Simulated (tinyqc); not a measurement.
What moves the results: three-band tight binding of a dichalcogenide monolayer. A value that a table varies takes the place of the one given here.

Basis dz2, dxy, dx2-y2 on a triangular lattice, nearest neighbours; alpha = kx a/2, beta = sqrt3 ky a/2. h0 = e1 + 2 t0 (cos 2alpha + 2 cos alpha cos beta); h1 = -2 sqrt3 t2 sin alpha sin beta + 2i t1 (sin 2alpha + sin alpha cos beta); h2 = 2 t2 (cos 2alpha - cos alpha cos beta) + 2i sqrt3 t1 cos alpha sin beta; h11 = e2 + 2 t11 cos 2alpha + (t11 + 3 t22) cos alpha cos beta; h22 = e2 + 2 t22 cos 2alpha + (3 t11 + t22) cos alpha cos beta; h12 = sqrt3 (t22 - t11) sin alpha sin beta + 4i t12 sin alpha (cos alpha - cos beta) + i lam sz. H = [[h0, h1, h2], [., h11, h12], [., ., h22]], Hermitian; the lowest band of each spin is filled. K = (4 pi/3a, 0), M = (pi/a, pi/(sqrt3 a)).

Constants: hbar^2/2m0 = 3.80998211 eV angstrom^2.

Parameters, chosen for this exercise (near a published set for monolayer WSe2; not measured data): a = 3.318 angstrom (lattice constant); e1 = 0.936 eV (level of dz2); e2 = 2.17 eV (level of dxy and dx2-y2); t0 = -0.207 eV (hopping); t1 = 0.451 eV (hopping); t2 = 0.485 eV (hopping); t11 = 0.262 eV (hopping); t12 = 0.323 eV (hopping); t22 = 0.034 eV (hopping); lam = 0.232 eV (spin-orbit constant).

## Three bands against the two-band Dirac model at K

Masses from central differences along kx with step 0.002 1/angstrom, c = hbar^2/2m0; Berry curvature of the valence band from a counter-clockwise plaquette of side 0.001 1/angstrom, Omega = -arg(product of overlaps)/area. Two-band model: coupling A = (3 a/(2 sqrt2))(t1 + sqrt3 t2) between valence and conduction states, mass c G/A^2 for both, Omega_v = 2 A^2/G^2. sz = 0 drops the spin-orbit term.

At K:
```
sz  G (eV)  m_c (m0)  m_v (m0)  two-band mass  Omega_v (angstrom^2)  two-band Omega
1   1.2774     0.287     0.358          0.236                25.073          25.304
0   1.5094     0.348     0.469          0.279                17.952          18.123
-1  1.7414     0.412     0.608          0.321                13.483          13.616
```

A = 4.5435 eV angstrom

What can be read from the table?

Without spin-orbit coupling the electron mass is 0.348 and the hole mass 0.469, against 0.279 for both in the two-band model: the third band and the curvature of the diagonal terms break the symmetry. The Berry curvature is -0.9 % from the two-band value. The smaller gap (sz = +1) has the larger curvature, by a factor 1.86.

## All hoppings scaled

The six hoppings are multiplied by f; e1, e2 and lam stay (real strain also moves e1 and e2, so this is no model of it). Closed forms: Ev(K) = e2 - (3/2)(t11 + t22) - 3 sqrt3 t12 + lam, Ec(K) = e1 - 3 t0, Ev(Gamma) = e1 + 6 t0.

Gaps (eV):
```
f     direct gap at K  Ev(K) - Ev(Gamma)  Ec(K) - top of valence band
0.85           0.8659             0.7177                       0.8659
0.90           1.0030             0.6737                       1.0030
0.94           1.1128             0.6385                       1.1128
0.97           1.1951             0.6121                       1.1951
1.00           1.2774             0.5856                       1.2774
1.03           1.3597             0.5592                       1.3597
1.06           1.4420             0.5328                       1.4420
1.10           1.5517             0.4976                       1.5517
```

What does this show?

The direct gap changes by +27.4 meV for each per cent of f. The top of the valence band stays at K over the range.

## What each parameter does

Spin up: gap at K, Ev(K) - Ev(Gamma), and masses at K by central differences along kx with step 0.002 1/angstrom, c = hbar^2/2m0. Each row changes one parameter from the base and keeps the others.

Results:
```
case            gap at K (eV)  K - Gamma (eV)  m_c (m0)  m_v (m0)
base                   1.2774          0.5856     0.287     0.358
t2 = 0.515 eV          1.2774          0.5856     0.267     0.318
t1 = 0.421 eV          1.2774          0.5856     0.308     0.384
t12 = 0.293 eV         1.1215          0.7415     0.247     0.285
t11 = 0.232 eV         1.2324          0.6306     0.274     0.338
e2 = 2.14 eV           1.3074          0.5556     0.295     0.371
t22 = 0.064 eV         1.3224          0.5406     0.300     0.385
```

What does this show?

The largest shifts from the base row, up to three for each result and ties (the steps differ in size, so this ranks the rows, not the parameters). gap at K (eV): t12 -0.1559, t11 -0.0450, t22 +0.0450; unchanged at the printed digits by t2 and t1. K - Gamma (eV): t12 +0.1559, t11 +0.0450, t22 -0.0450; unchanged at the printed digits by t2 and t1. m_c (m0): t12 -0.039, t1 +0.022, t2 -0.020. m_v (m0): t12 -0.073, t2 -0.040, t22 +0.027, t1 +0.027. t2 and t1 couple dz2 to the other orbitals and vanish at K and Gamma, so only the masses feel them.

Run: tinyqc, `OMP_NUM_THREADS=1 python tinyqc.py 1451011 1451012 out.jsonl`; Intel(R) Xeon(R) Processor @ 2.30GHz, one thread, shared host; about 0.02 s of CPU time with all checks.
